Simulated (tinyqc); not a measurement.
Delta-doped layer in the Thomas-Fermi potential, step by step. Values are carried at full precision from step to step, so a last printed digit may differ when a step is redone from the rounded ones.

All donors ionised in the plane z = 0, zero temperature, energies from the Fermi level EF of the Thomas-Fermi model, which lies at the bulk band edge; c = hbar^2/2m0, q = e^2/(4 pi eps0). Layer in a (001) plane: two valleys with m_z = ml, m_d = mt (unprimed) and four with m_z = mt, m_d = sqrt(ml mt) (primed); m3 = (ml mt^2)^(1/3), gv = 6. With n = (gv/3 pi^2)(m3 (-V)/c)^(3/2) and V'' = -(4 pi q/eps) n for z > 0, the solution is V = -b/(|z| + z0)^4 with sqrt(b) = 20/K, K = (4 pi q/eps)(gv/3 pi^2)(m3/c)^(3/2), and z0^5 = 4b/(e F0), e F0 = 2 pi q N/eps; 1e13/cm^2 = 1e-3/angstrom^2. Exchange and correlation are left out.

Constants: hbar^2/2m0 = 3.80998211 eV angstrom^2; e^2/(4 pi eps0) = 14.39964547 eV angstrom.

Parameters, chosen for this exercise (near those of a delta-doped layer in Si; the results hold for these values, not for the real material):
- ml = 0.909 m0 (longitudinal mass)
- mt = 0.184 m0 (transverse mass)
- eps = 11.8 (dielectric constant)
- N = 13 x 1e13/cm^2 (donor sheet density)

## The Thomas-Fermi well

Give K, b, e F0, z0 and the depth b/z0^4.

K = 0.073304 eV^(-1/2) angstrom^-2
b = 74441 eV angstrom^4
e F0 = 0.099677 eV/angstrom
z0 = 19.73 angstrom
depth = 0.4916 eV

Half of the electrons lie within |z| < (2^(1/5) - 1) z0 = 2.9 angstrom. The mean donor spacing in the plane is 8.8 angstrom, against a Bohr radius 0.529177 eps/m3 = 19.9 angstrom: the orbits overlap many donors, so a smeared sheet is a fair model in the plane. Across the plane the Thomas-Fermi density is more peaked than that of the quantised subbands, the more so the fewer are filled.

## Profile

V = -b/(|z| + z0)^4, n and the share of electrons beyond |z|, (z0/(|z| + z0))^5, at z = 0, 0.1, 0.25, 0.5, 1 and 2 times z0; n = (eps/(4 pi q)) 20 b/(|z| + z0)^6, q = e^2/(4 pi eps0), 1/angstrom^3 = 1e24/cm^3.

Profile:
```
z (angstrom)   V (eV)  n (1e19/cm^3)  share beyond
0.0           -0.4916            165         1.000
2.0           -0.3358           93.0         0.621
4.9           -0.2013           43.2         0.328
9.9           -0.0971           14.5         0.132
19.7          -0.0307           2.57         0.031
39.5          -0.0061          0.226         0.004
```

## Subbands

Subbands solve -(c/m_z) psi'' + V psi = E psi on 1280 points of spacing z0/80; up to ten levels for each group, kept if bound with an rms width below 2.5 z0.

List the bound levels with their rms width.

Subbands:
```
label  valleys g  m_d (m0)   E (eV)  rms z (angstrom)
0              2    0.1840  -0.2353               4.4
0'             4    0.4090  -0.1394              10.4
1              2    0.1840  -0.0438              14.3
2              2    0.1840  -0.0079              32.8
```

The lowest level lies 52 % of the way up the well, and 0' follows 96 meV higher.

## Filling the subbands

At zero temperature n_i = g m_d (mu - E_i)/(2 pi c) for E_i < mu, c = hbar^2/2m0; find mu from sum n_i = N (1e13/cm^2 = 1e-3/angstrom^2).

mu = -0.0082 eV

n_i in the order of the list (1e13/cm^2): 3.491  8.963  0.546  0.000

3 subbands filled in part, the lowest with 27 % of the electrons. The potential was built for a Fermi level at 0; filling its quantised levels puts mu 1.7 % of the depth below that, which shows how nearly the two pictures agree. The fullest is 0', with 69 %.

## Estimate from a V-shaped well

Near z = 0 the well is -depth + e F0 |z|, whose levels are a (c (e F0)^2/m_z)^(1/3) with a = 1.018793 (even) and 2.338107 (odd); c = hbar^2/2m0, m_z = ml, for the unprimed levels.

levels 0 and 1 (eV): -0.1384  0.3189

Level 0 comes out 97 meV too high, since screening flattens the true well away from the plane, and level 1 lands above the rim at 0.

## Checks

- Integral of the Thomas-Fermi density against N, 1e13/cm^2: both 13.00.
- Lowest level on a finer grid (z0/200), eV: both -0.235.

(tinyqc, `OMP_NUM_THREADS=1 python tinyqc.py 1251586 1251587 out.jsonl`, Intel(R) Xeon(R) Processor @ 2.30GHz, 1 thread, shared host, about 0.2 s.)
